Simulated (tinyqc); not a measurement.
The 3-omega method: a line heater on a substrate with a thin film: one step, computed by the program tinyqc.

A current at angular frequency omega = 2 pi f heats the line at 2 omega with the amplitude P per length; the temperature swing Delta T at 2 omega gives a voltage at 3 omega. The substrate is taken as semi-infinite and isotropic, and the heat capacity of heater and film is left out.

Problem. Penetration depth. D = kappa/C; q = sqrt(2 i omega/D); penetration depth 1/|q| = sqrt(D/(2 omega)).

Inputs (values chosen for the exercise, modelled on a phase-change telluride on silicon):

| quantity | value | unit |
|---|---|---|
| substrate conductivity kappa | 153 | W/(m K) |
| substrate heat capacity C | 1.67 | 1e6 J/(m^3 K) |
| heater half-width b | 7.9 | micrometre |
| current frequency f | 550 | Hz |
| substrate thickness d_s | 1000 | micrometre |

Give: diffusivity D; penetration depth; |q| b; penetration depth / d_s.

Solution.

diffusivity D = 91.62 mm^2/s

penetration depth = 115.1 micrometre

|q| b = 0.06862

penetration depth / d_s = 0.1151
